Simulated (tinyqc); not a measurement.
Charge control and current of a heterostructure field-effect transistor: one step, computed by the program tinyqc. Command: `OMP_NUM_THREADS=1 python tinyqc.py 3004598 3004599 out.jsonl hemt walk`. One thread of a shared host (Intel(R) Xeon(R) Processor @ 2.30GHz), about 0.01 s of CPU time with the checks.

Two subbands in a triangular well; E_F is counted from the conduction band edge of the channel at the interface.

Task: Levels and gate capacitance. Charge control: n_s = C_b (V_G - V_T - E_F/e)/e. Well: mean field F = e n_s/(2 eps eps_0), E_i = (hbar^2/2m)^(1/3) [(3 pi e F/2)(i + 3/4)]^(2/3), i = 0, 1; n_s = D k_B T sum_i ln(1 + exp((E_F - E_i)/k_B T)), D = m/(pi hbar^2), which is solved in closed form for E_F. C_g = e dn_s/dV_G = 1/(1/C_b + 1/C_q), 1/C_q = d(E_F/e)/d(e n_s) by a central difference of +/- 0.1 % in n_s; added distance dd = eps eps_0/C_q.

Inputs (values chosen for the exercise, modelled on AlGaN/GaN):
```
quantity                                value  unit
channel mass m                           0.21   m_0
permittivity eps (barrier and channel)   9.66     -
conduction band offset dE_c              0.22    eV
temperature T                             400     K
```

Charge source: polarisation. Velocity law: smooth.

sheet density n_s = 6.115416e+12 1/cm^2

barrier capacitance C_b = 0.2311661 microfarad/cm^2

Constants: k_B = 8.617333262e-05 eV/K; e = 1.602176634e-19 C; eps_0 = 8.8541878128e-12 F/m; hbar = 1.054571817e-34 J s; m_0 = 9.1093837015e-31 kg; k_B = 1.380649e-23 J/K.

Give: E_0; E_1; E_F; share in the second subband; gate capacitance C_g; added distance dd.

Result:

E_0 = 195.2 meV

E_1 = 343.4 meV

E_F = 256.9 meV

share in the second subband = 3.867 %

gate capacitance C_g = 0.2201 microfarad/cm^2

added distance dd = 1.858 nm

C_g is 95 % of C_b: the finite density of states and the rise of E_0 act as 1.9 nm of extra barrier. Caution: E_F lies above the conduction band minimum of the barrier, so electrons would spill into the barrier.
